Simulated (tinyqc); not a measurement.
Inside a calculation: thresholds of impact ionisation and Auger recombination from band masses. Values are carried at full precision from step to step, so a last printed digit may differ when a step is redone from the rounded ones.

Parabolic bands, no phonon. At threshold the three slow carriers share one velocity. With M their total mass and m4 the mass of the fast carrier, the fast carrier has the kinetic energy E_T = G M/(M - m4) and the slow ones together E_a = G m4/(M - m4), the activation energy of the Auger rate. CCCH (fast electron): G = Eg, M = 2 me + mh, m4 = me. CHHS (hole into the split-off band): G = Eg - Dso, M = 2 mh + me, m4 = ms; this form holds for Eg > Dso (below, the process needs about Dso - Eg and is marked by a dash). CHHL (hole into the light band): G = Eg, M = 2 mh + me, m4 = ml. CHHH (fast heavy hole): G = Eg, M = 2 mh + me, m4 = mh.

Constants: kB = 8.617333262e-05 eV/K; hbar^2/2m0 = 3.80998211 eV angstrom^2.

Values chosen for the exercise (near those of InSb, gap at low temperature and not tied to T; shifted at random, so the results belong to these values and not to a real crystal):

| symbol | value | unit | meaning |
|---|---|---|---|
| Eg | 0.236 | eV | gap at Gamma to the s-like level |
| Dso | 0.832 | eV | spin-orbit splitting |
| me | 0.0139 | m0 | electron mass at Gamma |
| mh | 0.44 | m0 | heavy-hole mass |
| ms | 0.115 | m0 | split-off mass |
| ml | 0.0152 | m0 | light-hole mass |
| T | 300 | K | temperature |

## Thresholds of four processes

Give G, M, m4, E_T, E_a and E_a/kT.

Results:

| process | G (eV) | M | m4 | E_T (eV) | E_a (eV) | E_a/kT |
|---|---|---|---|---|---|---|
| CCCH | 0.2360 | 0.4678 | 0.0139 | 0.2432 | 0.0072 | 0.28 |
| CHHS | -0.5960 | 0.8939 | 0.1150 | - | - | - |
| CHHL | 0.2360 | 0.8939 | 0.0152 | 0.2401 | 0.0041 | 0.16 |
| CHHH | 0.2360 | 0.8939 | 0.4400 | 0.4648 | 0.2288 | 8.85 |

The lowest activation energy is that of CHHL (4 meV), then CCCH (7 meV). At equal G a light fast carrier takes up the energy with little momentum, so little is asked of the slow ones; CHHH asks 0.97 Eg. For equal masses E_T would be 3/2 Eg; for electrons here it is 1.031 Eg.

## Momenta at the CCCH threshold

At the threshold of the parabolic CCCH process the fast electron has E_T = Eg M/(M - me), M = 2 me + mh, and the slow carriers E_a = E_T - Eg together. It has k4 = sqrt(me E_T/c), c = hbar^2/2m0; the slow carriers share k4 in proportion to their masses. Give the wave vectors and kinetic energies, and check that they add up to E_a.

k4 = 0.02979 1/angstrom

electron, electron, hole (1/angstrom): 0.00089  0.00089  0.02802

their kinetic energies (meV): 0.21  0.21  6.80

sum = 7.23 meV

The hole carries 94 % of the momentum and of the energy of the slow carriers.

## Non-parabolicity raises the threshold

Non-parabolic fast electron: E (1 + alpha E) = c k^2/me with alpha = (1 - me)^2/Eg; the slow carriers stay parabolic, so E_T = Eg + me E_T (1 + alpha E_T)/M, M = 2 me + mh (the root between Eg and 1.9 Eg).

Give alpha, E_T, E_a = E_T - Eg and k4.

alpha = 4.1203 1/eV
E_T = 0.2512 eV
E_a = 0.0152 eV
k4 = 0.04318 1/angstrom

E_a is 2.10 times the parabolic value, since an electron at E_T above the edge has 1 + alpha E_T = 2.03 times the squared momentum, and E_T itself is 1.03 times higher.

## Temperature dependence

For non-degenerate carriers at fixed densities the Auger coefficient goes as exp(-E_a/kT), up to slowly varying powers of T. Give exp(-E_a/kT) for the parabolic and the non-parabolic CCCH value, and the characteristic temperature T0 = kT^2/E_a of each.

Boltzmann factors: 0.7561  0.5557

T0 (K): 1073  511

Non-parabolicity lowers the factor by 1.4 times; direct CCCH stays open at this temperature.

## Checks

- Largest energy that an electron at k4 can give to a pair, by numerical search, against Eg (eV): both 0.2360.

Program tinyqc; command `OMP_NUM_THREADS=1 python tinyqc.py 1850069 1850070 out.jsonl`; about 0.01 s on one thread of a shared Intel(R) Xeon(R) Processor @ 2.30GHz.
